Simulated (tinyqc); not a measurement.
Reverse leakage of an n+-p junction: diffusion, generation, trap-assisted and band-to-band tunnelling: leakage components against the reverse bias.

One-sided abrupt junction in the depletion approximation, x from the junction (0) to W on the p side, field F = F0 (1 - x/W). Flat quasi-Fermi levels, long p side. Traps generate through SRH with both lifetimes shortened by 1 + Gamma (Hurkx enhancement, form for moderate fields); band-to-band generation is local and needs a total bending above Eg.

ni = sqrt(Nc Nv) exp(-Eg/(2 Vt)), Eg in volts; Vbi = Vt ln(Na Nd/ni^2); W = sqrt(2 eps0 eps_r (Vbi + VR)/(q Na)); F0 = 2 (Vbi + VR)/W; FG = sqrt(24 mt m0 (kB T)^3)/(q hbar); J_diff = q ni^2 sqrt(Dn/tau)(1 - exp(-VR/Vt))/Na. u = (Vbi + VR)(1 - x/W)^2, p = Na exp(-u/Vt), n = Nd exp((u - Vbi - VR)/Vt); G0 = ni^2 (1 - exp(-VR/Vt))/(tau (n + p + 2 ni cosh(Et/Vt))); Gamma = 2 sqrt(3 pi)(F/FG) exp((F/FG)^2); trap-assisted part G0 Gamma; G_bb = Ab F^2.5 exp(-Bb/F) with F in V/cm, zero unless Vbi + VR > Eg. Currents are q times the integrals over 0 to W; J_bb under 1e-8 of J is printed as 0; rows with F0/FG above 2.2, beyond the range of this Gamma, are left out.

Inputs (values chosen for the exercise); band and dielectric values close to those of silicon: temperature T = 300 K; band gap Eg = 1.14 eV; relative permittivity eps_r = 11.8; conduction-band density of states at T Nc = 2.8e19 cm^-3; valence-band density of states at T Nv = 2.66e19 cm^-3; acceptor density of the lighter side Na = 2.2e16 cm^-3; donor density of the heavier side Nd = 1e20 cm^-3; SRH lifetime of both carriers at zero field tau = 4e-8 s; trap level above the intrinsic level Et = 0.05 eV; tunnelling mass mt = 0.24 m0; electron diffusion coefficient on the lighter side Dn = 9.9 cm^2/s; band-to-band prefactor Ab = 2.4e14 cm^-0.5 V^-2.5 s^-1; band-to-band field constant Bb = 1.89e7 V/cm.

Constants: q = 1.602176634e-19 C, kB = 1.380649e-23 J/K, hbar = 1.054571817e-34 J s, m0 = 9.1093837015e-31 kg, Vt = kB T/q, eps0 = 8.8541878128e-14 F/cm where lengths are in cm. Results are converted to the units shown.

The same in every row: J_bb (A/cm^2) = 0.

Result of one run:
```
VR (V)	F0 (kV/cm)	F0/FG	J_diff (A/cm^2)	J_SRH (A/cm^2)	J_TAT (A/cm^2)	J (A/cm^2)	largest part
0.5	100	0.277	6.03e-12	3.90e-8	4.34e-8	8.24e-8	trap-assisted tunnelling
```

What becomes of these results when the reverse bias VR is changed from 0.5 to 2.6 V, all else the same?

Result of the changed run:
```
VR (V)	F0 (kV/cm)	F0/FG	J_diff (A/cm^2)	J_SRH (A/cm^2)	J_TAT (A/cm^2)	J (A/cm^2)	largest part
2.6	156	0.431	6.03e-12	1.17e-7	2.06e-7	3.23e-7	trap-assisted tunnelling
```

The whole series:
```
VR (V)	F0 (kV/cm)	F0/FG	J_diff (A/cm^2)	J_SRH (A/cm^2)	J_TAT (A/cm^2)	J (A/cm^2)	largest part
0.2	89.6	0.248	6.02e-12	2.20e-8	2.16e-8	4.35e-8	SRH generation
0.5	100	0.277	6.03e-12	3.90e-8	4.34e-8	8.24e-8	trap-assisted tunnelling
0.8	110	0.304	6.03e-12	5.35e-8	6.56e-8	1.19e-7	trap-assisted tunnelling
1.1	119	0.329	6.03e-12	6.63e-8	8.81e-8	1.54e-7	trap-assisted tunnelling
1.4	127	0.351	6.03e-12	7.79e-8	1.11e-7	1.89e-7	trap-assisted tunnelling
1.7	135	0.373	6.03e-12	8.85e-8	1.34e-7	2.23e-7	trap-assisted tunnelling
2	142	0.393	6.03e-12	9.85e-8	1.58e-7	2.56e-7	trap-assisted tunnelling
2.3	149	0.412	6.03e-12	1.08e-7	1.82e-7	2.90e-7	trap-assisted tunnelling
2.6	156	0.431	6.03e-12	1.17e-7	2.06e-7	3.23e-7	trap-assisted tunnelling
```

J rises from 4.35e-8 to 3.23e-7 A/cm^2. SRH generation leads at VR = 0.2, trap-assisted tunnelling from 0.5 on. The ratio J_TAT/J_SRH goes from 0.981 to 1.77 as F0/FG goes from 0.248 to 0.431.

Range of the model: The n+ side is degenerate, so Vbi from Boltzmann statistics is only a guide.

Computed by the program tinyqc: `OMP_NUM_THREADS=1 python tinyqc.py 2290012 2290013 out.jsonl`, one thread of a shared Intel Xeon 2.30GHz, about 0.01 s for the whole run.
